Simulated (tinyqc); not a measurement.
Thermal stress and diffusional relaxation in a metal film: Coble and Nabarro-Herring creep, cooling and holds: one step, computed by the program tinyqc. Command: `OMP_NUM_THREADS=1 python tinyqc.py 3012759 3012760 out.jsonl creep walk`. One thread of a shared host (Intel(R) Xeon(R) Processor @ 2.30GHz), about 0.04 s of CPU time with the checks.

A thin film on a rigid substrate is stress-free at T0. Tension is positive and the film creeps linearly: d sigma/dt = -M (mismatch) dT/dt - sigma/tau.

Problem. Stress after cooling to room temperature. Creep rate per stress: Nabarro-Herring 14 D Omega/(k_B T d^2), Coble (14 pi) delta D_b Omega/(k_B T d^3), with D = D0 exp(-E/(k_B T)), delta D_b = (delta D_b)0 exp(-E_b/(k_B T)); 1/tau = M x (sum of both)/2 (biaxial strain rate is half the uniaxial one). Temperatures in kelvin are T(C) + 273.15. Cooling from T0 at the constant rate: d sigma/dT = -slope + sigma/(tau(T) x rate), integrated to 25 C (stiff solver, tolerance 1e-9). Effective stress-free temperature T_eff = 25 C + sigma/slope.

Inputs (values chosen for the exercise, modelled on silver films on silicon):
```
quantity                           value        unit
biaxial modulus M                    122         GPa
atomic volume Omega                   17  angstrom^3
lattice prefactor D0             3.2e-05       m^2/s
lattice energy E                    1.89          eV
boundary prefactor (delta D_b)0  6.2e-15       m^3/s
boundary energy E_b                 0.93          eV
grain size d                         1.1          um
stress-free temperature T0           400           C
hold temperature T                   150           C
cooling rate                           5       C/min
yield stress                         490         MPa
```

thermoelastic slope = 2.013 MPa/K

Constants: k_B = 1.380649e-23 J/K; k_B = 8.617333262e-05 eV/K.

Give: stress at 25 C; effective stress-free temperature.

Solution.

stress at 25 C = 333.5 MPa

effective stress-free temperature = 190.7 C

Creep during cooling removes 55.8 % of the elastic value. Caution: the elastic stress exceeds the yield stress, so dislocation glide would cap it first. Caution: bulk creep laws overstate relaxation in a bonded film, and dislocation glide would cap stresses above the yield stress.
